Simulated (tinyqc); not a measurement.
# Fully depleted semiconductor-on-insulator film with two gates, non-linear Poisson equation by Newton steps, step by step

Computed by the program tinyqc: `OMP_NUM_THREADS=1 python tinyqc.py 2190016 2190017 out.jsonl`, one thread of a shared Intel Xeon 2.30GHz, about 0.4 s for the whole run. Printed values are rounded.

One dimension across the film, front interface at x = 0, back interface at x = ts. psi is counted from the intrinsic level, n = ni exp(psi/Vt) (source grounded), holes neglected, acceptors ionised. Gates act through Cox = eps0 eox/tox and Cbox = 3.9 eps0/tb with potentials G1 = Vg - (phiM - chi - Vt ln(Nc/ni)) and G2 = Vb - (phiB - chi - Vt ln(Nc/ni)). Classical Boltzmann densities, no interface charge, no depletion in the back plane.

Parameters, values chosen for the exercise; band and dielectric values close to those of germanium: temperature T = 350 K; band gap Eg = 0.654 eV; relative permittivity eps_r = 16.3; conduction-band density of states at T Nc = 1.32e19 cm^-3; valence-band density of states at T Nv = 7.64e18 cm^-3; electron affinity chi = 3.93 eV; relative permittivity of the gate insulator (close to silicon dioxide) eox = 3.9; insulator thickness tox = 1.3 nm; film thickness ts = 6.5 nm; buried-oxide thickness (eps_r 3.9) tb = 81 nm; acceptor density of the film Na = 1.3e17 cm^-3; work function of the front gate phiM = 4.62 eV; work function of the back plane phiB = 4.53 eV; back-gate voltage Vb = 0 V; front-gate voltage Vg = 1.12 V.

Constants: q = 1.602176634e-19 C, kB = 1.380649e-23 J/K, Vt = kB T/q, eps0 = 8.8541878128e-14 F/cm where lengths are in cm. Results are converted to the units shown.

Range of the model: In so thin a film or at such density quantum confinement moves the charge away from the interfaces and raises the threshold.

## Capacitances and gate potentials

ni = sqrt(Nc Nv) exp(-Eg/(2 Vt)), Eg in volts; Cox, Cbox, G1, G2 as defined; Cs = eps0 eps_r/ts; a = eps0 eps_r/h with h = ts/8; coupling ratio of a depleted film Cs Cbox/(Cox (Cs + Cbox)).

ni = 1.96445e14 cm^-3
Cox = 2.65626 uF/cm^2
Cbox = 0.0426313 uF/cm^2
Cs = 2.22036 uF/cm^2
a = 17.7629 uF/cm^2
G1 = 0.765246 V
G2 = -0.264754 V
coupling ratio = 0.0157470

## Iteration 1: density, residual and Jacobian diagonal

psi at the start, node 0 to 8 (V): [0.2, 0.2, 0.2, 0.2, 0.2, 0.2, 0.2, 0.2, 0.2]

Nodes 0 to 8, h = ts/8, box widths w = h (h/2 at both ends), a = eps0 eps_r/h. F_i = a (psi_(i+1) - 2 psi_i + psi_(i-1)) - q w_i (n_i + Na); F_0 = a (psi_1 - psi_0) + Cox (G1 - psi_0) - q w_0 (n_0 + Na); F_8 = a (psi_7 - psi_8) + Cbox (G2 - psi_8) - q w_8 (n_8 + Na). Diagonal b_i = -2 a - q w_i n_i/Vt, with -a - Cox and -a - Cbox in place of -2 a at the ends.

n, node 0 to 8 (cm^-3): [1.48975e17, 1.48975e17, 1.48975e17, 1.48975e17, 1.48975e17, 1.48975e17, 1.48975e17, 1.48975e17, 1.48975e17]
residual F, node 0 to 8 (C/cm^2): [1.49962e-6, -3.63161e-9, -3.63161e-9, -3.63161e-9, -3.63161e-9, -3.63161e-9, -3.63161e-9, -3.63161e-9, -2.16289e-8]
diagonal b, node 0 to 8 (F/cm^2): [-2.04513e-5, -3.55900e-5, -3.55900e-5, -3.55900e-5, -3.55900e-5, -3.55900e-5, -3.55900e-5, -3.55900e-5, -1.78376e-5]

## Iteration 1: Newton step

Solve a d_(i-1) + b_i d_i + a d_(i+1) = -F_i for all nodes. Each component d is damped to sign(d) Vt ln(1 + |d|/Vt) before it is added.

Newton step d, before damping, node 0 to 8 (V): [0.459995, 0.445191, 0.432202, 0.420983, 0.411492, 0.403695, 0.397563, 0.393075, 0.390215]
psi after iteration 1, node 0 to 8 (V): [0.284094, 0.283169, 0.282333, 0.281592, 0.280951, 0.280414, 0.279984, 0.279666, 0.279462]

## Iteration 2: density, residual and Jacobian diagonal

As before.

n, node 0 to 8 (cm^-3): [2.42107e18, 2.34795e18, 2.28379e18, 2.22837e18, 2.18149e18, 2.14298e18, 2.11269e18, 2.09053e18, 2.07640e18]
residual F, node 0 to 8 (C/cm^2): [1.24503e-6, -3.06687e-8, -2.97401e-8, -2.89313e-8, -2.82419e-8, -2.76715e-8, -2.72203e-8, -2.68884e-8, -3.39286e-8]
diagonal b, node 0 to 8 (F/cm^2): [-2.09416e-5, -3.65391e-5, -3.65114e-5, -3.64875e-5, -3.64673e-5, -3.64507e-5, -3.64376e-5, -3.64280e-5, -1.82536e-5]

## Iteration 2: Newton step

As before.

Newton step d, before damping, node 0 to 8 (V): [0.169603, 0.129863, 0.099258, 0.075835, 0.058147, 0.045132, 0.036024, 0.030298, 0.027625]
psi after iteration 2, node 0 to 8 (V): [0.341115, 0.333500, 0.326262, 0.319500, 0.313352, 0.308006, 0.303688, 0.300640, 0.299072]

## Iteration 3: density, residual and Jacobian diagonal

As before.

n, node 0 to 8 (cm^-3): [1.60355e19, 1.24575e19, 9.79966e18, 7.83132e18, 6.38722e18, 5.34967e18, 4.63609e18, 4.19056e18, 3.97820e18]
residual F, node 0 to 8 (C/cm^2): [8.86115e-7, -1.57157e-7, -1.20820e-7, -9.27165e-8, -7.06063e-8, -5.30638e-8, -3.94745e-8, -2.99753e-8, -2.29149e-8]
diagonal b, node 0 to 8 (F/cm^2): [-2.38797e-5, -4.09025e-5, -3.97554e-5, -3.89058e-5, -3.82825e-5, -3.78347e-5, -3.75267e-5, -3.73344e-5, -1.86640e-5]

## Iteration 3: Newton step

As before.

Newton step d, before damping, node 0 to 8 (V): [0.0523492, 0.0204903, 0.0036813, -0.0054493, -0.0103972, -0.0129837, -0.0142707, -0.0149429, -0.0154492]
psi after iteration 3, node 0 to 8 (V): [0.371468, 0.349136, 0.329736, 0.314490, 0.304419, 0.297208, 0.292003, 0.288503, 0.286598]

## Course of the Newton iteration

Stop when the largest undamped |d| is below 1e-9 V, or after 80 iterations.

Course of the iteration:
```
iteration  largest |F| (C/cm^2)  largest |d| (V)
1                       1.50e-6            0.460
2                       1.25e-6            0.170
3                       8.86e-7           0.0523
4                       3.63e-7           0.0104
5                       3.23e-8          1.48e-3
6                      3.03e-10          5.90e-5
7                      2.70e-13          8.84e-8
8                      3.89e-19         1.87e-13
```

Converged in 8 iterations.

## Electron sheet density, centroid and oxide fields

converged psi, node 0 to 8 (V): [0.380954, 0.345550, 0.323854, 0.308885, 0.298047, 0.290122, 0.284460, 0.280688, 0.278597]

n_i = ni exp(psi_i/Vt); N_inv = sum w_i n_i with w = ts/8, halved at the ends; centroid sum w n x/N_inv; fields (G1 - psi_0)/tox and (G2 - psi_8)/tb.

n, node 0 to 8 (cm^-3): [6.00807e19, 1.85754e19, 9.04766e18, 5.50786e18, 3.84524e18, 2.95675e18, 2.45064e18, 2.16260e18, 2.01774e18]
N_inv = 6.14212e12 cm^-2
centroid = 1.30343 nm
field in the front oxide = 2.95610 MV/cm
field in the buried oxide = -0.0670804 MV/cm

The centroid lies at 0.20 of the film, near the front interface. A 400-interval mesh gives N_inv = 6.039e12 cm^-2; this mesh is 1.7 % above it.
